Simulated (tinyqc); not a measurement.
Inside a calculation. Model: read current of a NAND string, cells in series solved by shooting.

Program tinyqc, `OMP_NUM_THREADS=1 python tinyqc.py 2142165 2142166 out.jsonl`; Intel Xeon 2.30GHz, shared host, one thread, about 0.5 s. Printed values are rounded.

Cells in series, numbered from 0 at the source line (0 V) to the bit line, each followed by a gap resistance Rg. A cell with gate Vg, threshold VT, source Vs and drain Vd passes I = 2 nf K Vt^2 [F(Vs) - F(Vd)]/(1 + th max(Vg - VT, 0)), F(V) = ln^2(1 + exp((Vg - VT - nf V)/(2 nf Vt))). The selected cell has Vg = Vr, the others Vg = Vp.

Parameters, values chosen for the exercise; values of the order met in vertical NAND strings:

| symbol | value | unit | meaning |
|---|---|---|---|
| T | 300 | K | temperature |
| K | 7.8 | uA/V^2 | gain factor of a cell |
| nf | 1.5 |  | slope factor |
| th | 0.09 | 1/V | mobility reduction factor |
| Rg | 1.1 | kohm | resistance of the gap between cells |
| Vbl | 0.3 | V | bit-line voltage |
| Vp | 5.8 | V | pass voltage |
| Vr | 1.48 | V | read voltage on the selected word line |

Constants: q = 1.602176634e-19 C, kB = 1.380649e-23 J/K, Vt = kB T/q. Results are converted to the units shown.

## Step 1: node voltages for a trial current

first trial current = 0.4 uA
thresholds from the source end, cell 0 to 5 (V): 0.7  -1.5  -1.5  -1.5  -1.5  3.8

For a trial current I start at 0 V and, cell by cell (the selected one is cell 0), solve for the drain: sqrt(F(Vd)) = sqrt(F(Vs) - I/k), k = 2 nf K Vt^2/(1 + th max(Vg - VT, 0)), Vd = [Vg - VT - 2 nf Vt ln(exp(sqrt F) - 1)]/nf, then add I Rg.

node voltage after each cell and gap, trial 1, cell 0 to 5 (V): 0.07634802  0.08862850  0.1009395  0.1132812  0.1256539  0.1599736

## Step 2: node voltages for a trial current

second trial current = 0.67 uA

As before.

node voltage after each cell and gap, trial 2, cell 0 to 5 (V): 0.1362777  0.1571167  0.1780449  0.1990638  0.2201743  0.2833669

## Course of the secant iteration

Secant steps on the end voltage less Vbl, from the two trials; a trial above the saturation current of a cell has no solution and is moved halfway to the previous trial. Stop below 1e-9 V.

Course of the iteration:
```
iteration     I (uA)  end voltage - Vbl (V)  halvings
1          0.7063954                1.34e-3         0
2          0.7036873               -1.30e-5         0
3          0.7037134               -1.02e-8         0
4          0.7037134               7.92e-14         0
```

Converged in 4 iterations to I = 0.70371 uA. The selected cell takes 47.9 % of the bit-line voltage and the gaps together 1.55 %.
